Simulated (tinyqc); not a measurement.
Inside a calculation. Model: stacked nanosheet transistor, parasitic resistance, capacitance and delay.

Numbers from tinyqc (`OMP_NUM_THREADS=1 python tinyqc.py 2170136 2170137 out.jsonl`; about 0.09 s on one thread of a shared Intel Xeon 2.30GHz). Printed values are rounded.

Ns sheets share one contact on top; each has perimeter p = 2 (Ws + ts) and cross-section A = Ws ts; contact width Wc = Ws + 10 nm, stack height Hs = Ns pv. Sheet 1 is the top one. Contact length Lc = CPP - Lg - 2 Lsp, shared by two neighbouring gates. Source and drain sides are equal. The formulas are first-order estimates, not field solutions.

Parameters, values chosen for the exercise; values close to those of silicon logic devices: temperature T = 300 K; number of sheets Ns = 2; sheet width Ws = 50 nm; sheet thickness ts = 6 nm; vertical pitch of the sheets pv = 12 nm; vertical resistance between sheet levels rv = 143 ohm; contacted gate pitch CPP = 70 nm; gate length Lg = 16 nm; spacer length Lsp = 7 nm; relative permittivity of the spacer ks = 4; gate height above the channel stack Hc = 30 nm; contact resistivity rc = 1.8e-9 ohm cm^2; resistivity of the source-drain epitaxy re = 0.00066 ohm cm; current-carrying depth of the epitaxy te = 20 nm; resistivity of the extension rx = 0.0016 ohm cm; gate overlap Lov = 0.5 nm; inversion capacitance Cinv = 2.5 uF/cm^2; injection velocity vx = 1e7 cm/s; apparent mobility mu = 310 cm^2/(V s); threshold at zero drain voltage VT = 0.25 V; barrier lowering dl = 0.06 V/V; subthreshold factor n = 1.1; wire load Cw = 0.17 fF; supply voltage Vdd = 0.8 V.

Constants: q = 1.602176634e-19 C, kB = 1.380649e-23 J/K, eps0 = 8.8541878128e-12 F/m, Vt = kB T/q. Results are converted to the units shown.

## Geometry and resistances

Epitaxy sheet resistance Rsh = re/te, transfer length LT = sqrt(rc/Rsh), contact Rc = [sqrt(rc Rsh)/Wc] coth(Lc/(2 LT)); extension of one sheet Rx = rx Lsp/A. Effective width N p; for equal currents and rv = 0 one side has Rc + Rx/N.

Lc = 40 nm
effective width = 224 nm
Rsh = 330 ohm
LT = 23.3550 nm
Rc = 184.991 ohm
Rx = 373.333 ohm
one side times effective width = 83.2513 ohm um

Lc/2 is 0.86 transfer lengths, and Rc is 23 % above the area limit rc/(Wc Lc/2). The contact makes up 49.8 % of one side.

## Capacitances

With N sheets: gate Cg = Cinv p N Lg; per side, plate Cp = ks eps0 [Wc (Hs + Hc) - N A]/Lsp, top fringe Cf = (2/pi) ks eps0 Wc ln(1 + Lg/(2 Lsp)), overlap Co = Cinv p N Lov. Cs = Cp + Cf + Co. An inverter of two such devices driving an equal one has the load CL = 2 (Cg + 2 Cs) + 4 Cs + Cw (its own drains counted twice for the Miller effect).

Cg = 89.6 aF
Cp = 13.3572 aF
Cf = 1.03104 aF
Co = 2.8 aF
CL = 486.706 aF

The channel capacitance gives 36.8 % of CL, the parasitic parts 28.3 % and the wire 34.9 %.

## Iteration 1: sheet currents at Vgs = Vdd, Vds = Vdd/2

I at the start (uA): sheet 1 0, sheet 2 0

One sheet: I = p Q vx u/(1 + |u|^1.8)^(1/1.8), Q = Cinv n Vt ln(1 + exp((Vg' - VT + dl Vd')/(n Vt))), u = Vd' mu/(vx Lg), Vg' = Vgs - v, Vd' = Vds - 2 v, with the drop on each side v_j = Rc sum I + rv (sum over levels k = 2..j of the current of sheets k..Ns) + Rx I_j. I(new) = I(out).

drop v (mV): sheet 1 0, sheet 2 0
I(out) (uA): sheet 1 158.524, sheet 2 158.524
I after iteration 1 (uA): sheet 1 158.524, sheet 2 158.524

## Iteration 2: sheet currents at Vgs = Vdd, Vds = Vdd/2

As before.

drop v (mV): sheet 1 117.833, sheet 2 140.502
I(out) (uA): sheet 1 115.965, sheet 2 104.347
I after iteration 2 (uA): sheet 1 115.965, sheet 2 104.347

## Course of the iteration: sheet currents at Vgs = Vdd, Vds = Vdd/2

Stop when the largest change of I is below 1e-6 uA, or after 80 iterations.

Course of the iteration:

| iteration | total I (uA) | largest \|change\| of one entry (uA) |
|---|---|---|
| 1 | 317.048 | 159 |
| 2 | 220.312 | 54.2 |
| 3 | 255.206 | 21.2 |
| 4 | 243.718 | 7.09 |
| 5 | 247.611 | 2.44 |
| 6 | 246.303 | 0.822 |
| 7 | 246.744 | 0.278 |
| 8 | 246.595 | 0.0939 |
| 9 | 246.645 | 0.0317 |
| 10 | 246.628 | 0.0107 |
| 11 | 246.634 | 3.61e-3 |
| 12 | 246.632 | 1.22e-3 |
| 13 | 246.633 | 4.10e-4 |
| 14 | 246.633 | 1.38e-4 |
| 15 | 246.633 | 4.67e-5 |
| 16 | 246.633 | 1.58e-5 |
| 17 | 246.633 | 5.31e-6 |
| 18 | 246.633 | 1.79e-6 |
| 19 | 246.633 | 6.05e-7 |

Converged in 19 iterations. At the end each change is about 0.34 times the one before: linear convergence. The bottom sheet carries 95.3 % of the current of the top one.

## Effective current, delay and energy

IH = I(Vdd, Vdd/2) = 246.633 uA
IL = I(Vdd/2, Vdd), solved likewise = 88.0622 uA

Ieff = (IH + IL)/2, delay CL Vdd/(2 Ieff), energy CL Vdd^2, with CL the load of an inverter that drives an equal one.

Ieff = 167.347 uA
delay = 1.16334 ps
energy = 311.492 aJ

Without any series resistance Ieff would be 214 uA, so the resistances cost 21.7 %.
